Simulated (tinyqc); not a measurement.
From results back to parameters: phonon-assisted absorption at an indirect gap.

Problem. One phonon: alpha = A [N (E - Eg + w)^2 + (N + 1)(E - Eg - w)^2], each term only above its threshold, N = 1/(exp(w/kB Tm) - 1). The first two energies lie below the emission threshold and the third above it.

Constants: kB = 8.617333262e-05 eV/K.

Values chosen for the exercise (out of a larger set: loosely those of SiGe at room temperature; Eg is not tied to T; not measured data): Es = (0.926, 0.986, 1.046) eV (three photon energies); Tm = 400 K.

alpha at the three energies (1/cm): 0.4897091  8.077038  33.61505

Find: slope sqrt(A N); threshold Eg - w; w; Eg; A.

Solution. sqrt(alpha) at the first two energies is a line with slope sqrt(A N) and intercept Eg - w. The excess at the third energy is A N exp(w/kB Tm) (E - (Eg - w) - 2w)^2, which has one root w with the emission threshold between the second and third energies.

slope sqrt(A N) = 35.70 1/(cm^(1/2) eV)
threshold Eg - w = 0.9064 eV
w = 49.6 meV
Eg = 0.956 eV
A = 4.1e+03 1/(cm eV^2)

Computed by tinyqc, a small Python program: `OMP_NUM_THREADS=1 python tinyqc.py 1651542 1651543 out.jsonl` (the numbers bound the seed that draws the inputs); one thread of a shared host (Intel(R) Xeon(R) Processor @ 2.30GHz), about 0.01 s for the whole set of steps.
